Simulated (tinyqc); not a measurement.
# Voltage drop against the pad pitch

A grid of 25 by 25 nodes with segments Rx (rows) and Ry (columns); every node draws I1 and the central node kh I1; pads with resistance Rp sit at the nodes whose row and column are multiples of the pitch, counting from 0. The drops u = Vdd - V follow from G u = i, with G the conductance matrix and i the load currents, solved directly.

Inputs (values chosen for the exercise):
```
symbol  value  unit                                   meaning
Vdd      0.75     V                            supply voltage
Rx       0.28   ohm        resistance of a horizontal segment
Ry       0.53   ohm          resistance of a vertical segment
Rp      0.032   ohm  resistance from a pad node to the supply
kh          8              factor on the load at the hot node
I1        0.7    mA  load current of a node in the large grid
```

Voltage drop against the pad pitch:

| pitch (nodes) | pads | worst drop (mV) | mean drop (mV) | largest drop at a pad (mV) | largest pad current (mA) | worst drop over Vdd (%) |
|---|---|---|---|---|---|---|
| 1 | 625 | 0.1408 | 0.02265 | 0.1408 | 4.401 | 0.01878 |
| 2 | 169 | 0.4010 | 0.2500 | 0.2186 | 6.831 | 0.05347 |
| 3 | 81 | 0.9386 | 0.6936 | 0.3343 | 10.45 | 0.1251 |
| 4 | 49 | 1.850 | 1.378 | 0.4913 | 15.35 | 0.2467 |
| 6 | 25 | 4.521 | 3.494 | 0.9161 | 28.63 | 0.6028 |
| 8 | 16 | 9.546 | 6.683 | 1.313 | 41.04 | 1.273 |
| 12 | 9 | 18.48 | 15.70 | 2.828 | 88.38 | 2.464 |
| 24 | 4 | 76.55 | 65.00 | 3.539 | 110.6 | 10.21 |

The worst drop goes from 0.141 to 76.5 mV while the number of pads falls from 625 to 4; between the last two rows it goes as pitch^(2.05). The largest drop at a pad is 100 % of the worst drop in the first row and 4.62 % in the last; the rest falls along the wires.

tinyqc, about 0.3 s, one thread, Intel Xeon 2.30GHz (shared host): `OMP_NUM_THREADS=1 python tinyqc.py 2770204 2770205 out.jsonl`
